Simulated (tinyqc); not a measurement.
Front-illuminated p-i-n photodiode, quantum efficiency and bandwidth: one step of the calculation.

Light enters through a p layer (0 to xp), a depleted layer (xp to xp + wi) and a thick n substrate, decaying as exp(-al x); one pass, no back reflection. Carriers made in the depleted layer are all collected; those in the neutral layers diffuse.

Question. Quantum efficiency. k = al Ln, s = S Ln/Dn, e = exp(-al xp); front layer f1 = (k/(k^2 - 1)) {[s + k - e (s cosh(xp/Ln) + sinh(xp/Ln))]/[s sinh(xp/Ln) + cosh(xp/Ln)] - k e}; depleted layer f2 = e (1 - exp(-al wi)); substrate f3 = e exp(-al wi) al Lp/(1 + al Lp); external efficiency (1 - Rf)(f1 + f2 + f3); responsivity = efficiency q lam/(h c).

Inputs (values chosen for the exercise); values close to those of silicon at this wavelength: wavelength lam = 850 nm; absorption coefficient al = 531 1/cm; reflectance of the front face Rf = 0.05; thickness of the front p layer xp = 0.77 um; thickness of the depleted layer wi = 5.6 um; electron diffusion coefficient in the p layer Dn = 6.1 cm^2/s; electron diffusion length in the p layer Ln = 0.5 um; recombination velocity of the front surface S = 4000 cm/s; hole diffusion length in the thick n substrate Lp = 2.3 um.

Constants: q = 1.602176634e-19 C, h = 6.62607015e-34 J s, c = 299792458 m/s. Results are converted to the units shown.

Find: s; f1; f2; f3; external efficiency; responsivity.

Answer.

s = 0.03279
f1 = 0.02345
f2 = 0.2469
f3 = 0.07760
external efficiency = 0.3306
responsivity = 0.2266 A/W

The front layer absorbs 4.01 % of the light that enters and collects 58.5 % of that. Diffusion from the neutral layers makes up 29.0 % of the current.

tinyqc, about 0.01 s, one thread, Intel Xeon 2.30GHz (shared host): `OMP_NUM_THREADS=1 python tinyqc.py 2250103 2250104 out.jsonl`
